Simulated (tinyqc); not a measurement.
## Vertical double-diffused power MOSFET, components of the on-resistance: On-resistance against the temperature

Stripe cells of pitch Wp + a, two channels a cell. Current flows through the channels, spreads in the accumulation layer, passes the gap between the p bodies and spreads at 45 degrees into the drift layer below them. Low drain voltage, full ionisation.

Triangular field at breakdown with Ec = Kc N^(1/8): BV = eps0 eps_r Ec^2/(2 q N), so N = (eps0 eps_r Kc^2/(2 q BV))^(4/3); W = 2 BV/Ec; mu = mud (T/300 K)^(-bt); rho = 1/(q mu N); ideal resistance rho W. Pitch p = Wp + a, Cox = 3.9 eps0/tox; zero-bias depletion in the gap w0 = sqrt(2 eps0 eps_r Vbi/(q N Nj)), open gap g = a - 2 w0; R_ch = Lc p/(2 mch Cox Vov); R_acc = 0.6 a p/(4 mac Cox Vov), 0.6 being an empirical factor for current leaving the layer along its length; R_gap = (rho/Nj) xp p/g; spreading depth t = min(W, (p - g)/2); R_drift = (rho p/2) ln((g + 2 t)/g) + rho (W - t); R_on = the sum with Rs.

Inputs (values chosen for the exercise); bulk values close to those of silicon: relative permittivity eps_r = 11.9; critical-field constant Kc = 3950 V/cm per (cm^-3)^(1/8); rated breakdown voltage of the drift layer BV = 100 V; drift mobility at 300 K mud = 1230 cm^2/(V s); temperature exponent of the drift mobility bt = 2.2; gate oxide thickness (eps_r 3.9) tox = 47 nm; gate overdrive Vov = 11 V; channel mobility mch = 300 cm^2/(V s); accumulation-layer mobility mac = 350 cm^2/(V s); channel length Lc = 0.6 um; width of the p body in one cell, channels included Wp = 3.6 um; gap between neighbouring p bodies a = 4.3 um; depth of the p body xp = 1 um; doping of the gap over the drift doping Nj = 1; built-in voltage of the body junction Vbi = 0.568 V; substrate and contact resistance Rs = 0.58 mohm cm^2.

Constants: q = 1.602176634e-19 C, eps0 = 8.8541878128e-14 F/cm where lengths are in cm. Results are converted to the units shown.

The same in every row: R_ch (mohm cm^2) = 0.09775; R_acc (mohm cm^2) = 0.1801.

Result of one run:
```
T (K)  R_gap (mohm cm^2)  R_drift (mohm cm^2)  R_on (mohm cm^2)  ideal (mohm cm^2)  largest term
330               0.3492                1.022             2.229             0.8623         drift
```

What becomes of these results when the temperature T is changed from 330 to 250 K, all else the same?

Result of the changed run:
```
T (K)  R_gap (mohm cm^2)  R_drift (mohm cm^2)  R_on (mohm cm^2)  ideal (mohm cm^2)  largest term
250               0.1896               0.5550             1.602             0.4682     substrate
```

The whole series:
```
T (K)  R_gap (mohm cm^2)  R_drift (mohm cm^2)  R_on (mohm cm^2)  ideal (mohm cm^2)  largest term
250               0.1896               0.5550             1.602             0.4682     substrate
290               0.2628               0.7693             1.890             0.6489         drift
330               0.3492                1.022             2.229             0.8623         drift
370               0.4492                1.315             2.622              1.109         drift
410               0.5630                1.648             3.069              1.390         drift
450               0.6909                2.022             3.571              1.706         drift
490               0.8333                2.439             4.130              2.058         drift
```

R_on rises from 1.60 to 4.13 mohm cm^2. The substrate term is the largest at T = 250, the drift term from 290 on. R_on is 3.42 times the ideal drift resistance in the first row and 2.01 times in the last. Only the drift mobility depends on T in this model.

Program tinyqc, `OMP_NUM_THREADS=1 python tinyqc.py 2230023 2230024 out.jsonl`; Intel Xeon 2.30GHz, shared host, one thread, about 0.01 s.
